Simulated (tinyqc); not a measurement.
Worked calculation: plane-wave Kohn-Sham cycle with exchange-only LDA in a layered model solid. One step of it, computed by the program tinyqc.

Problem. Iteration 2: potential. V_H(G) = 4 pi rho(G)/G^2 for G != 0 (uniform background); v_x = -(3 rho/pi)^(1/3); V = V_ext + V_H + v_x; Fourier components f(G_m) = (1/N) sum_j f(x_j) exp(-i G_m x_j).

A solid whose potential varies along x alone (atomic units):
```
parameter                      value
period a                    6.300000
cross-section of the cell  40.000000
electrons per cell                 2
grid points                       16
plane waves -n..n, n               3
k points                           3
V1 in V1 cos(2 pi x/a)     -0.800000
```

density after iteration 1 (e/bohr^3): [0.01304810, 0.01215825, 0.01009322, 0.00802222, 0.00664567, 0.00596416, 0.00569277, 0.00560141, 0.00558065, 0.00560141, 0.00569277, 0.00596416, 0.00664567, 0.00802222, 0.01009322, 0.01215825]

Give: Potentials on the grid; V(G_m), m = 0, 1, 2, ....

Solution.

Potentials on the grid (hartree):
```
x       V_ext        V_H     v_x       V
0.000  -0.800      0.048  -0.232  -0.984
0.394  -0.739      0.043  -0.226  -0.922
0.787  -0.566      0.030  -0.213  -0.748
1.181  -0.306      0.013  -0.197  -0.490
1.575       0  -4.18e-03  -0.185  -0.189
1.969   0.306     -0.019  -0.179   0.108
2.362   0.566     -0.030  -0.176   0.360
2.756   0.739     -0.037  -0.175   0.527
3.150   0.800     -0.039  -0.175   0.586
3.544   0.739     -0.037  -0.175   0.527
3.938   0.566     -0.030  -0.176   0.360
4.331   0.306     -0.019  -0.179   0.108
4.725       0  -4.18e-03  -0.185  -0.189
5.119  -0.306      0.013  -0.197  -0.490
5.513  -0.566      0.030  -0.213  -0.748
5.906  -0.739      0.043  -0.226  -0.922
```

V(G_m), m = 0, 1, 2, ... (hartree): [-0.194, -0.392, -0.002, 0.000, 0.000, 0.000, 0.000]
